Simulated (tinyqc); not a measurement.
Inside a calculation. Method: lattice vibrations of a chain. One step of it, computed by the program tinyqc.

Problem. Frequencies. omega^2 are the eigenvalues; wavenumber = 521.4708 sqrt(eigenvalue) 1/cm.

D(q) (eV/(angstrom^2 u)):
```
[[0.376766, -0.480913+0.372466i],
 [-0.480913-0.372466i, 1.284245]]
```

Give: eigenvalues; wavenumbers; weights |e|^2 of the mass-weighted modes.

Solution.

eigenvalues: [0.0716, 1.5894]

wavenumbers (1/cm): [139.6, 657.4]

weights |e|^2 of the mass-weighted modes, order atom 1, atom 2:
```
[[0.7990, 0.2010],
 [0.2010, 0.7990]]
```
